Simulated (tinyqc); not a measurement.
Thermoelectric coefficients of a parabolic band, Landauer integrals: two steps of the calculation.

Bulk parabolic band, x = (E - Ec)/kB T, C = hbar^2/(2 m0), kB T in eV. Modes per area gv m kB T x/(4 pi C) times the back-scattering length l0 x^rr give the transport function s0 X(x), s0 = (2 q^2/h) gv m kB T l0/(4 pi C), X = x^(1 + rr). I_k = int X (x - eta)^k w dx, w = 1/(4 cosh^2((x - eta)/2)).

Parameters, values chosen for the exercise: temperature T = 300 K; energy exponent of that length rr = 0; lattice thermal conductivity kL = 8.2 W/(m K); reduced Fermi level (EF - Ec)/kB T eta = -2.2; lower end of the grid xa = 0; upper end of the grid xe = 10; points of the grid nE = 13.

Problem 1. The three integrals on a coarse grid. Simpson's rule on nE equally spaced points from xa to xe.

Wanted: x; X; w; X w; I_0, I_1, I_2 on this grid.

Solution 1.

```
point,x,X,w,X w
0,0.00,0,0.08980,0
1,0.83,0.8333,0.04383,0.03653
2,1.67,1.667,0.02008,0.03346
3,2.50,2.500,0.008932,0.02233
4,3.33,3.333,0.003922,0.01307
5,4.17,4.167,0.001712,0.007133
6,5.00,5.000,7.455e-4,0.003727
7,5.83,5.833,3.243e-4,0.001891
8,6.67,6.667,1.410e-4,9.398e-4
9,7.50,7.500,6.128e-5,4.596e-4
10,8.33,8.333,2.663e-5,2.219e-4
11,9.17,9.167,1.157e-5,1.061e-4
12,10.00,10.00,5.030e-6,5.030e-5
```

I_0, I_1, I_2 on this grid: [0.1046, 0.4464, 2.106]

Problem 2. Power factor and figure of merit. Power factor S^2 sigma, ZT = S^2 sigma T/(kappa_e + kL).

sigma = 71.220480 S/cm
S = -366.50855 uV/K
kappa_e = 0.032149080 W/(m K)

Wanted: power factor; ZT; electronic share of kappa.

Solution 2.

power factor = 0.9567 mW/(m K^2)
ZT = 0.03486
electronic share of kappa = 0.3905 %

Range of the model: Parabolic bands, elastic scattering and a fixed kL make these model figures, not those of a material.

Program tinyqc, `OMP_NUM_THREADS=1 python tinyqc.py 2800009 2800010 out.jsonl`; Intel Xeon 2.30GHz, shared host, one thread, about 0.07 s.
